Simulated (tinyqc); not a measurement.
MOSFET in saturation, small-signal circuit and noise: one step of the calculation.

Bias by the inversion coefficient IC = I/Ispec (charge-based model with velocity saturation; weak inversion below 0.1, strong above 10). Common-source circuit: gm, gds, Cgs, Cgd and Cj at the inner nodes, Rg in series with the gate; quasi-static, no source or drain resistance, no gate-body capacitance, no substrate network, no induced gate noise, so fmax is an upper estimate.

Task. Noise at the gate. Channel noise Sid = 4 kB T gam n gm with gam = (1/2 + (2/3) qs)/(1 + qs) + gw lc IC, qs = [sqrt(1 + 4 IC) - 1]/2, lc = Ls/L (the last term an empirical rise with velocity saturation); at the gate, white noise Sw = Sid/gm^2 + 4 kB T Rg. Number fluctuation with correlated mobility: S(f) = K/f, K = q^2 Vt lt Nt/(W L Cox^2) (1 + ac mu Cox I/gm)^2, Vt in eV with Nt per eV. Corner fc = K/Sw. Full shot noise would be 2 q I.

Parameters, values chosen for the exercise:
- T = 300 K (temperature)
- L = 65 nm (gate length)
- W = 10 um (total gate width)
- Cox = 2.3 uF/cm^2 (gate capacitance)
- mu = 330 cm^2/(V s) (mobility)
- n = 1.28 (slope factor)
- Ls = 25 nm (velocity-saturation length)
- IC = 1.9 (inversion coefficient)
- gw = 0.14 (short-channel excess of the noise factor)
- Nt = 1.8e18 cm^-3 eV^-1 (oxide trap density)
- lt = 0.1 nm (tunnelling length into the oxide)
- ac = 1000 V s/C (Coulomb scattering coefficient)

Constants: q = 1.602176634e-19 C, kB = 1.380649e-23 J/K, Vt = kB T/q. Results are converted to the units shown.

I = 379.58608 uA
gm = 5.1074827 mS
Rg = 12.692308 ohm

Find: gam; Sid; Sid/(2 q I); sqrt(Sw); K; fc.

Result.

gam = 0.68421
Sid = 7.4109e-23 A^2/Hz
Sid/(2 q I) = 0.60929
sqrt(Sw) = 1.7468 nV/Hz^0.5
K = 3.8769e-10 V^2
fc = 127.06 MHz

The gate resistance gives 6.9 % of the white noise power.

Program tinyqc, `OMP_NUM_THREADS=1 python tinyqc.py 2150035 2150036 out.jsonl`; Intel Xeon 2.30GHz, shared host, one thread, about 0.01 s.
